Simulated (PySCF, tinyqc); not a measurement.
RHF in the 6-31g basis, for H4, spin multiplicity 1, step by step (part 3 of 3). The lowest restricted solution is unstable here: a spin-polarised one lies 0.0493 hartree lower (PySCF). Computed by tinyqc, a small Python program that keeps every step (integrals from PySCF). Command: `OMP_NUM_THREADS=1 python tinyqc.py 25039 25040 out.jsonl` (the two numbers bound the seeds that draw the settings). One thread of a shared host (Intel(R) Xeon(R) Processor @ 2.60GHz), about 0.06 s of CPU time with the checks.

Geometry (angstrom):
```
atom         x         y         z
H     0.000000  0.000000  0.000000
H     0.000000  0.000000  1.490000
H     0.000000  2.321000  0.000000
H     0.000000  2.321000  1.490000
```

## Populations, bond orders and dipole

D after iteration 14:
```
           1H 1s      1H 2s      2H 1s      2H 2s      3H 1s      3H 2s      4H 1s      4H 2s
1H 1s   0.115742   0.202112   0.115742   0.202112  -0.009912  -0.025210  -0.009912  -0.025210
1H 2s   0.202112   0.353476   0.202112   0.353476  -0.025210  -0.057774  -0.025210  -0.057774
2H 1s   0.115742   0.202112   0.115742   0.202112  -0.009912  -0.025210  -0.009912  -0.025210
2H 2s   0.202112   0.353476   0.202112   0.353476  -0.025210  -0.057774  -0.025210  -0.057774
3H 1s  -0.009912  -0.025210  -0.009912  -0.025210   0.115742   0.202112   0.115742   0.202112
3H 2s  -0.025210  -0.057774  -0.025210  -0.057774   0.202112   0.353476   0.202112   0.353476
4H 1s  -0.009912  -0.025210  -0.009912  -0.025210   0.115742   0.202112   0.115742   0.202112
4H 2s  -0.025210  -0.057774  -0.025210  -0.057774   0.202112   0.353476   0.202112   0.353476
```

overlap S:
```
          1H 1s     1H 2s     2H 1s     2H 2s     3H 1s     3H 2s     4H 1s     4H 2s
1H 1s  1.000000  0.658292  0.056613  0.232449  0.001414  0.052932  0.000111  0.018818
1H 2s  0.658292  1.000000  0.232449  0.527654  0.052932  0.211975  0.018818  0.111849
2H 1s  0.056613  0.232449  1.000000  0.658292  0.000111  0.018818  0.001414  0.052932
2H 2s  0.232449  0.527654  0.658292  1.000000  0.018818  0.111849  0.052932  0.211975
3H 1s  0.001414  0.052932  0.000111  0.018818  1.000000  0.658292  0.056613  0.232449
3H 2s  0.052932  0.211975  0.018818  0.111849  0.658292  1.000000  0.232449  0.527654
4H 1s  0.000111  0.018818  0.001414  0.052932  0.056613  0.232449  1.000000  0.658292
4H 2s  0.018818  0.111849  0.052932  0.211975  0.232449  0.527654  0.658292  1.000000
```

Mulliken: Z minus the diagonal of D S on the atom; Loewdin: the same with S^(1/2) D S^(1/2); Mayer order: 2 sum_s sum (D(s) S)_ij (D(s) S)_ji over the two atoms.

Charges (e):
```
atom  Mulliken  Loewdin
1H           0        0
2H           0        0
3H           0        0
4H           0        0
```

Mayer bond orders:
```
pair      order
2-1    1.002103
3-1   -0.002103
3-2   -0.002103
4-1   -0.002103
4-2   -0.002103
4-3    1.002103
```

dipole moment about the origin, x y z (debye): 0.000000  0.000000  0.000000
